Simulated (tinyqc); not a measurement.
Collinear exchange A + BC -> AB + C on a London-Eyring-Polanyi-Sato surface: saddle, string of images and rate: one step, computed by the program tinyqc. Command: `OMP_NUM_THREADS=1 python tinyqc.py 3111282 3111283 out.jsonl leps walk`. One thread of a shared host (Intel(R) Xeon(R) Processor @ 2.30GHz), about 0.05 s of CPU time with the checks.

x = r(AB), y = r(BC), r(AC) = x + y. V is counted from separated atoms, the barrier from A + BC, that is V + D(BC).

Task: One point of the surface. For each pair, with u = exp(-beta (r - r0)): Q = D [(3 + S) u^2 - (2 + 6 S) u]/(4 (1 + S)), J = D [(1 + 3 S) u^2 - (6 + 2 S) u]/(4 (1 + S)); V = Q1 + Q2 + Q3 - sqrt(((J1 - J2)^2 + (J2 - J3)^2 + (J3 - J1)^2)/2). Take x = r0(AB) + 0.3 and y = r0(BC) + 0.1 angstrom.

Inputs (values chosen for the exercise, bond data loosely for abstraction of hydrogen from a Ge-H bond by a hydrogen atom; the barrier is not fitted):
```
quantity          value        unit
D(AB)              4.79          eV
r0(AB)            0.742    angstrom
beta(AB)           1.94  1/angstrom
D(BC)              3.76          eV
r0(BC)             1.53    angstrom
beta(BC)           1.45  1/angstrom
D(AC)              3.66          eV
r0(AC)             1.53    angstrom
beta(AC)           1.45  1/angstrom
Sato parameter S   0.15           -
```

Give: the table «Pair terms» with the columns u, Q (eV), J (eV), for pair = AB, BC, AC; V.

Result:

Pair terms:
```
pair       u   Q (eV)  J (eV)
AB    0.5588  -0.6632  -3.194
BC    0.8650  -0.1239  -3.568
AC    0.1909  -0.3492  -0.915
```

V = -3.623 eV
